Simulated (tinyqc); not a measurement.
## From single traps to 1/f noise

7 half-filled traps with time constants tau_j = 2.5e-7 s times 10^(1 j), j = 0..6, each shift the threshold by a = 12.6 uV when filled and give the Lorentzian a^2 tau/(1 + (2 pi f tau)^2). For time constants spread evenly in ln tau the sum tends to a^2/(4 f ln(10^1)). slope = d ln S/d ln f.

From single traps to 1/f noise:

| f (Hz) | S (uV^2/Hz) | 1/f limit (uV^2/Hz) | slope | j of the largest term |
|---|---|---|---|---|
| 0.01 | 44.09 | 1724 | -4.445e-4 | 6 |
| 0.1 | 43.14 | 172.4 | -0.04328 | 6 |
| 1 | 15.76 | 17.24 | -1.045 | 6 |
| 30 | 0.5577 | 0.5746 | -0.8629 | 4 |
| 1000 | 0.01754 | 0.01724 | -1.142 | 3 |
| 30000 | 5.553e-4 | 5.746e-4 | -0.8738 | 1 |
| 1e6 | 1.323e-5 | 1.724e-5 | -1.500 | 0 |
| 1e7 | 1.781e-7 | 1.724e-6 | -1.993 | 0 |
| 1e8 | 1.787e-9 | 1.724e-7 | -2.000 | 0 |

Below the slowest trap (1/(2 pi tau) = 0.64 Hz) the spectrum is flat, slope 0.00 in the first row; above the fastest (6.4e5 Hz) the slope tends to -2 (-2.00 in the last row). In between, at 30, 1000 and 30000 Hz, the slopes are -0.86, -1.14 and -0.87, and S is 1.7 % above the 1/f limit at 1000 Hz.

Numbers from tinyqc (`OMP_NUM_THREADS=1 python tinyqc.py 2150054 2150055 out.jsonl`; about 0.01 s on one thread of a shared Intel Xeon 2.30GHz).
